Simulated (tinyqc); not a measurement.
Changing the pair cut-off c/a: Finnis-Sinclair potential for a bcc metal: fit to cohesion and elasticity, then vacancy, surfaces and structure. Computed by tinyqc, a small Python program. Command: `OMP_NUM_THREADS=1 python tinyqc.py 3110308 3110309 out.jsonl fsfit sweep`. One thread of a shared host (Intel(R) Xeon(R) Processor @ 2.30GHz), about 0.02 s of CPU time with the checks.

E = (1/2) sum V(r) - A sqrt(rho), rho = sum phi(r), phi = (r - d)^2 for r < d, V = (r - c)^2 (c0 + c1 r + c2 r^2) for r < c. In bcc the 8 first neighbours lie at sqrt(3) a/2 and the 6 second at a; both cut-offs lie below the third shell; Omega = a^3/2; E is per atom and z the number of atoms in a shell. The four constants A, c0, c1, c2 are fitted to E_c, zero pressure, B and C12 - C44 alone, so C44 and C11 - C12 are not matched singly; defects are unrelaxed.

Inputs (values chosen for the exercise, modelled on tantalum): lattice constant a = 3.306 angstrom; cohesive energy E_c = 8.2 eV; target C11 = 261 GPa; target C12 = 157 GPa; target C44 = 83.9 GPa; density cut-off d/a = 1.242.

Constants: 1 eV/angstrom^3 = 160.2176634 GPa; 1 eV/angstrom^2 = 16.02176634 J/m^2.

Method:
- rho = sum z phi, rho1 = sum z r phi', rho2 = sum z r^2 phi''. At zero pressure the effective pair part V + 2 F' phi obeys C12 = C44, so C12 - C44 = F'' (rho1/3)^2/Omega with F'' = A/(4 rho^(3/2)); this gives A.
- With v_k = (r - c)^2 r^k the rows are (1/2) sum z v_k, (1/2) sum z r v_k' and (1/2) sum z r^2 v_k''. With rho1 = sum z r phi' and rho2 = sum z r^2 phi'' the right-hand sides are: -E_c + A sqrt(rho) (cohesion); A rho1/(2 sqrt(rho)) (zero pressure); 9 B Omega + A [rho2/(2 sqrt(rho)) - rho1^2/(4 rho^(3/2))] with B = (C11 + 2 C12)/3.
- Solve the three equations.
- Second differences of E with strains of 1e-4: e_xx gives C11, (e_xx, e_yy) = (1, -1) gives 2 (C11 - C12), an engineering shear gives C44. B and C12 - C44 are fitted; the one combination left tests the choice of d.
- E_v = -A sum_shells z [sqrt(rho - phi(r)) - sqrt(rho)] - (1/2) sum z V(r): the neighbours lose one bond each, and the atom is put back in the bulk.
- An atom in layer i below the surface keeps only neighbours no higher than the top layer; gamma = sum_i (E_i + E_c)/(area per surface atom), with layer spacings a/2, a/sqrt2 and areas a^2, a^2/sqrt2 for (100) and (110).

One run for each value:
```
pair cut-off c/a  error of C44 (%)  vacancy energy E_v (eV)  gamma(100) (J/m^2)
1.06                   -5.7738e+01                   3.3547              2.4589
1.16                   -5.0748e+01                   3.3547              2.4556
1.20                   -2.6686e+01                   3.3547              2.4635
1.24                   -1.1420e+01                   3.3547              2.4687
1.29                   -7.9242e-04                   3.3547              2.4725
1.33                    5.4169e+00                   3.3547              2.4744
1.38                    9.4172e+00                   3.3547              2.4758
```

What does the table show?

Over the rows, error of C44 (%) rises from -57.7 to 9.42; vacancy energy E_v (eV) does not change; gamma(100) (J/m^2) goes from 2.46 through a minimum among these rows, 2.46 at 1.16, to 2.48.  Left out: 1.02, 1.11 (the fit is far from the shear constants).

Extremes, crossings and ranges named in words are read from the listed rows.
